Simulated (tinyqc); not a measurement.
# Gate voltage for a given inversion charge

Problem. p-type body, charge-sheet picture, depletion and inversion only, full ionisation (an idealisation for deep acceptors), Boltzmann statistics (rough once Na exp(x - xn) passes about Nc/7). In units of Vt: xg = (Vg - Vfb)/Vt, x = psi/Vt, G = gamma/sqrt(Vt), xn = (2 phiF + Vc)/Vt. The implicit equation is (xg - x)^2 = G^2 [x - 1 + exp(x - xn)] for x above about 3. Cox = eps0 eox/tox. ni = sqrt(Nc Nv) exp(-Eg/(2 Vt)), Eg in volts; phiF = Vt ln(Na/ni); gamma = sqrt(2 q eps0 eps_r Na)/Cox. N_inv = (Cox Vt G/q) [sqrt(x - 1 + exp(x - xn)) - sqrt(x - 1)]. Find x - xn, psi and Vg.

Values chosen for this exercise; band and dielectric values close to those of silicon: temperature T = 350 K; band gap Eg = 1.11 eV; relative permittivity eps_r = 11.8; conduction-band density of states at T Nc = 3.54e19 cm^-3; valence-band density of states at T Nv = 3.31e19 cm^-3; relative permittivity of the gate insulator (close to silicon dioxide) eox = 3.9; insulator thickness tox = 5.1 nm; acceptor density Na = 3.8e16 cm^-3; flat-band voltage Vfb = -0.49 V; channel-body voltage Vc = 1 V.

Constants: q = 1.602176634e-19 C, kB = 1.380649e-23 J/K, Vt = kB T/q, eps0 = 8.8541878128e-14 F/cm where lengths are in cm. Results are converted to the units shown.

N_inv = 1.8e10 cm^-2

Solution. N_inv rises steadily with x, so it fixes x; the implicit equation then gives xg directly.

x - xn = 0.8012
psi = 1.724 V
Vg = 1.455 V

tinyqc, about 0.01 s, one thread, Intel Xeon 2.30GHz (shared host): `OMP_NUM_THREADS=1 python tinyqc.py 2122001 2122002 out.jsonl`
